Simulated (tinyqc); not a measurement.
Floating body of a partially depleted SOI transistor: body voltage and kink: transfer curve and swing.

Source at 0 V. Channel current Ic = 2 nf K Vt^2 [F(0) - F(Vd)](1 + la Vd), F(V) = ln^2(1 + exp((Vg - VT - nf V)/(2 nf Vt))), VT = VT0 - gb Vb. Saturation voltage Vs = 2 Vt sqrt(F(0)) + 3 Vt, excess Ve = (Vd - Vs + sqrt((Vd - Vs)^2 + 0.0004 V^2))/2, multiplication M1 = Ai Ve exp(-Bl/Ve). Each junction passes D(v) = J1 (exp(v/Vt) - 1) + J2 (exp(v/(2 Vt)) - 1). Bipolar current Ib = bb J1 (exp(Vb/Vt) - 1). The body settles where M1 (Ic + Ib) = D(Vb) + D(Vb - Vd) + Vb/Rb; drain current Id = (1 + M1)(Ic + Ib) - D(Vb - Vd).

Rows with more than one solution for Vb (latch) are left out; dId/dVd by a forward difference over 1e-4 V, swing = 1e-4 V over the change of log10 Id; M1 under 1e-12 is printed as 0.

Values chosen for this exercise; values of the order met in partially depleted silicon-on-insulator transistors:
- T = 300 K (temperature)
- VT0 = 0.51 V (threshold at zero body voltage)
- gb = 0.34 (fall of the threshold per volt of body voltage)
- nf = 1.24 (slope factor)
- K = 510 uA/(V^2 um) (gain factor per width)
- la = 0.07 1/V (channel-length modulation factor)
- Ai = 2.01 1/V (impact-ionisation prefactor)
- Bl = 7.7 V (impact-ionisation voltage)
- J1 = 1.8e-12 uA/um (diffusion saturation current of each junction)
- J2 = 2.3e-9 uA/um (recombination saturation current of each junction)
- bb = 0 (gain of the lateral bipolar transistor on the diffusion current)
- Rb = 1e9 kohm um (resistance of a weak body tie to the source (1e9 stands for no tie, and the term is then dropped))
- Vd = 1.9 V (drain voltage)

Constants: q = 1.602176634e-19 C, kB = 1.380649e-23 J/K, Vt = kB T/q. Results are converted to the units shown.

Transfer curve and swing:

| Vg (V) | Vb (V) | M1 | Id, floating (uA/um) | Id, grounded (uA/um) | ratio | swing, floating (mV/decade) | swing, grounded (mV/decade) |
|---|---|---|---|---|---|---|---|
| 0.06 | 0.3025 | 0.05354 | 1.989e-5 | 8.096e-7 | 24.57 | 40.80 | 74.06 |
| 0.16 | 0.4610 | 0.05320 | 0.002314 | 1.821e-5 | 127.1 | 53.85 | 73.98 |
| 0.26 | 0.5646 | 0.05092 | 0.1161 | 4.057e-4 | 286.3 | 67.21 | 74.56 |
| 0.36 | 0.6313 | 0.04376 | 1.740 | 0.008534 | 203.8 | 115.3 | 77.29 |
| 0.46 | 0.6640 | 0.03423 | 7.787 | 0.1433 | 54.34 | 206.6 | 88.75 |
| 0.56 | 0.6798 | 0.02568 | 19.00 | 1.340 | 14.17 | 320.2 | 125.1 |
| 0.66 | 0.6877 | 0.01873 | 34.99 | 5.869 | 5.962 | 440.6 | 198.3 |
| 0.76 | 0.6908 | 0.01327 | 55.51 | 15.13 | 3.670 | 562.4 | 298.1 |
| 0.86 | 0.6907 | 0.009085 | 80.42 | 29.18 | 2.756 | 684.1 | 409.6 |

What does the table show?

Vb rises from 0.302 to 0.691 V. The smallest swing among the rows is 40.8 mV a decade with a floating body (at Vg = 0.06 V) and 74.0 with a grounded one; Vt ln 10 = 59.5. The floating swing is smaller by more than 3 % for Vg = 0.06, 0.16, 0.26 V, where the rising Vb lowers the threshold as Vg rises. In the first row the floating body raises the current by a factor of 24.6.

Range of the model: The multiplication law is an empirical form chosen for the exercise; self-heating and capacitive coupling to the body are left out, and the linear laws are rough once Vb passes about 0.7 V or M1 about 0.1.

Computed by the program tinyqc: `OMP_NUM_THREADS=1 python tinyqc.py 2182092 2182093 out.jsonl`, one thread of a shared Intel Xeon 2.30GHz, about 0.2 s for the whole run.
